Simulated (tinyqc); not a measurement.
# Worked calculation: off-state leakage of single and stacked transistors

Program tinyqc, `OMP_NUM_THREADS=1 python tinyqc.py 2242010 2242011 out.jsonl`; Intel Xeon 2.30GHz, shared host, one thread, about 0.03 s. Printed values are rounded.

n-channel devices of unit width. Subthreshold current I(Vg, Vs, Vd) = I0 (T/300 K)^0.5 exp[(Vg - Vs - VT(T) - gb (Vs - Vb) + dd (Vd - Vs))/(nf Vt)] (1 - exp(-(Vd - Vs)/Vt)), VT(T) = VT - cT (T - 300 K). Gate-edge tunnelling Ig (Vd/1 V) exp(ag (Vd - 1 V)), for a gate at 0 V, and band-to-band leakage Ab u exp(-Bb/u), u = Vd - Vb + 1 V, flow at a drain held at V; both are taken as independent of T. In a stack of off transistors (all gates at 0 V) the same subthreshold current passes through each.

Parameters, values chosen for the exercise; values of the order met in bulk silicon logic transistors:

| symbol | value | unit | meaning |
|---|---|---|---|
| T | 358 | K | temperature |
| V | 1 | V | supply voltage |
| VT | 0.45 | V | threshold at 300 K, zero drain and body bias |
| cT | 0.5 | mV/K | fall of the threshold with temperature |
| I0 | 0.67 | uA/um | current at threshold at 300 K |
| nf | 1.35 |  | slope factor |
| dd | 0.12 |  | drain-induced lowering per volt |
| gb | 0.11 |  | rise of the threshold per volt of source-body bias |
| Ig | 1e-5 | uA/um | gate-edge tunnelling current at 1 V |
| ag | 3 | 1/V | exponential slope of the gate current |
| Ab | 2 | uA/(um V) | prefactor of band-to-band leakage at the drain |
| Bb | 29 | V | its exponential voltage |
| Vb | -0.3 | V | body voltage |

Constants: q = 1.602176634e-19 C, kB = 1.380649e-23 J/K, Vt = kB T/q. Results are converted to the units shown.

## Leakage of one transistor

Vg = Vs = 0, Vd = V; effective threshold VT(T) - gb Vb - dd V.

effective threshold = 0.334 V
parts (nA/um): subthreshold 0.240744, gate edge 0.01, band-to-band 0.0153770
total = 0.266121 nA/um
shares (%): subthreshold 90.4641, gate edge 3.75769, band-to-band 5.77820

The subthreshold part is the largest.

## Starting value

Vx = dd V/(1 + gb + 2 dd), the solution for Vx well above Vt, rounded to three decimals.

Vx at the start = 0.089 V

## Iteration 1: new Vx

Stack of two, Vx the node between them: I_low = I(0, 0, Vx), I_up = I(0, Vx, V), f = ln(I_up/I_low), f' = -(1 + gb + 2 dd)/(nf Vt) - 1/(Vt (exp(Vx/Vt) - 1)) - 1/(Vt (exp((V - Vx)/Vt) - 1)), Vx(new) = Vx - f/f'.

I_low = 0.0164672 nA/um
I_up = 0.0173788 nA/um
f = 0.0538783
f' = -34.3326 1/V
Vx after iteration 1 = 0.0905693 V

## Iteration 2: new Vx

As before.

I_low = 0.0165904 nA/um
I_up = 0.0165917 nA/um
f = 7.95621e-5
f' = -34.2322 1/V
Vx after iteration 2 = 0.0905716 V

## Course of the iteration

Stop when the step is below 1e-11 V, or after 40 iterations.

Course of the iteration:

| iteration | Vx before the step (V) | step (V) |
|---|---|---|
| 1 | 0.089 | 1.57e-3 |
| 2 | 0.0905693 | 2.32e-6 |
| 3 | 0.0905716 | 4.91e-12 |

Converged in 3 iterations. The subthreshold current of the stack is 0.01659 nA/um, 14.5 times less than that of one transistor (the drain leakage is unchanged); the estimate exp[dd V (1 + gb + dd)/((1 + gb + 2 dd) nf Vt)] gives 13.8.
